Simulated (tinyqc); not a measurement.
## Capacitance measurement on a leaky thin oxide: effects of series resistance and leakage: effect of the gate leakage current density, not matched to the thickness

The device is a capacitance C in parallel with a leakage conductance G, in series with Rs and Ls. An impedance meter reports either a parallel pair (Cp, Gp) from Y = 1/Z = Gp + i w Cp or a series pair (Cs, Rm) from Z = Rm + 1/(i w Cs); w = 2 pi f, dissipation D = Gp/(w |Cp|).

EOT = 3.9 tox/eox; CET = EOT + zc + zp; C = 3.9 eps0 A/CET; G = Jg A/Vs. Z = Rs + i w Ls + 1/(G + i w C); CET read from Cp = 3.9 eps0 A/Cp; errors under 0.001 % are printed as 0.

Parameters, values chosen for the exercise; values of the order met in thin-oxide MOS capacitors: relative permittivity of the gate insulator (close to silicon nitride) eox = 7.3; insulator thickness tox = 3.9 nm; gate area A = 100 um^2; oxide-equivalent thickness added by the accumulation layer zc = 0.45 nm; oxide-equivalent thickness added by gate depletion zp = 0 nm; voltage for an e-fold rise of the leakage Vs = 0.39 V; series resistance Rs = 9.4 ohm; series inductance Ls = 0 nH; measuring frequency f = 1e6 Hz.

Constants: eps0 = 8.8541878128e-14 F/cm where lengths are in cm. Results are converted to the units shown.

The same in every row: C (pF) = 1.363.

Effect of the gate leakage current density, not matched to the thickness:
```
Jg (A/cm^2),Cp (pF),Cs (pF),D,error of Cp (%),error of Cs (%),CET read from Cp (nm)
1e-5,1.363,1.363,8.349e-5,0,0,2.534
0.0001,1.363,1.363,1.104e-4,0,0,2.534
0.001,1.363,1.363,3.799e-4,0,0,2.534
0.02,1.363,1.363,0.006069,0,3.59e-3,2.534
0.2,1.363,1.368,0.05996,0,0.359,2.534
2,1.363,1.852,0.5989,-9.64e-3,35.9,2.534
30,1.361,111.3,8.989,-0.144,8070,2.537
300,1.343,1.100e4,90.47,-1.43,8.07e5,2.570
```

As Jg goes from 1e-5 to 300, the error of Cp goes from 0 to -1.43 %, that of Cs from 0 to 8.07e5 %, and D rises from 8.35e-5 to 90.5. The CET read from Cp goes from 2.53 to 2.57 nm against the true 2.53 nm. For Jg = 30, 300 D exceeds 1, where the accuracy of real meters degrades in proportion to sqrt(1 + D^2).

Program tinyqc, `OMP_NUM_THREADS=1 python tinyqc.py 2022182 2022183 out.jsonl`; Intel Xeon 2.30GHz, shared host, one thread, about 0.01 s.
